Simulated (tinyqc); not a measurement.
The mobility curve: inversion-layer mobility, back-scattering and ballistic limit of a field-effect transistor. Computed by tinyqc, a small Python program. Command: `OMP_NUM_THREADS=1 python tinyqc.py 3008847 3008848 out.jsonl mos walk`. One thread of a shared host (Intel(R) Xeon(R) Processor @ 2.30GHz), about 0.01 s of CPU time with the checks.

The charge at the top of the source barrier is fixed by the gate; series resistance and short-channel effects are left out. F_j are Fermi integrals normalised to exp(eta) in the classical limit.

Inputs (values chosen for the exercise, modelled on a silicon p-channel):

| quantity | value | unit |
|---|---|---|
| weight w of the inversion charge | 0.333 | - |
| permittivity eps | 11.7 | - |
| phonon mobility at 1 MV/cm and 300 K, mu_ph | 100 | cm^2/(V s) |
| roughness mobility at 1 MV/cm, mu_sr | 120 | cm^2/(V s) |
| Coulomb mobility at N_inv = 1e12/cm^2, mu_C | 330 | cm^2/(V s) |
| electrical oxide thickness t_inv | 2.1 | nm |
| depletion charge N_dep | 7e+11 | 1/cm^2 |
| temperature T | 400 | K |

Statistics at the top of the barrier: Fermi-Dirac.

Constants: eps_0 = 8.8541878128e-12 F/m; e = 1.602176634e-19 C.

Method. N_inv = 3.9 eps_0 (V_G - V_T)/(e t_inv); effective field E_eff = e (N_dep + w N_inv)/(eps eps_0). mu_phonon = mu_ph (E_eff/1 MV/cm)^(-0.3) (T/300 K)^(-1.75); mu_rough = mu_sr (E_eff/1 MV/cm)^(-2); mu_Coulomb = mu_C (N_inv/1e12 cm^-2) (T/300 K); Matthiessen's rule adds 1/mu.

Mobilities (cm^2/(V s)):

| V_G - V_T (V) | N_inv (1/cm^2) | E_eff (MV/cm) | phonon | roughness | Coulomb | total |
|---|---|---|---|---|---|---|
| 0.03 | 3.0790e+11 | 0.12412 | 113.03 | 7789.5 | 135.5 | 61.137 |
| 0.06 | 6.1579e+11 | 0.13998 | 109.03 | 6124.6 | 270.9 | 76.770 |
| 0.12 | 1.2316e+12 | 0.17169 | 102.55 | 4070.9 | 541.9 | 84.442 |
| 0.20 | 2.0526e+12 | 0.21398 | 95.99 | 2620.9 | 903.2 | 83.991 |
| 0.35 | 3.5921e+12 | 0.29326 | 87.33 | 1395.3 | 1580.5 | 78.127 |
| 0.50 | 5.1316e+12 | 0.37255 | 81.28 | 864.6 | 2257.9 | 71.932 |
| 0.75 | 7.6974e+12 | 0.50469 | 74.21 | 471.1 | 3386.9 | 62.919 |
| 1.00 | 1.0263e+13 | 0.63683 | 69.21 | 295.9 | 4515.8 | 55.400 |
| 1.50 | 1.5395e+13 | 0.90112 | 62.36 | 147.8 | 6773.7 | 43.573 |

What follows from these numbers?

The lowest part is phonon from 0.0300 to 1.50 V. The total peaks at 84 near E_eff = 0.17 MV/cm: screening lifts it at low density and the field presses it down at high density.

Extremes, crossings and ranges named in words are read from the listed rows.
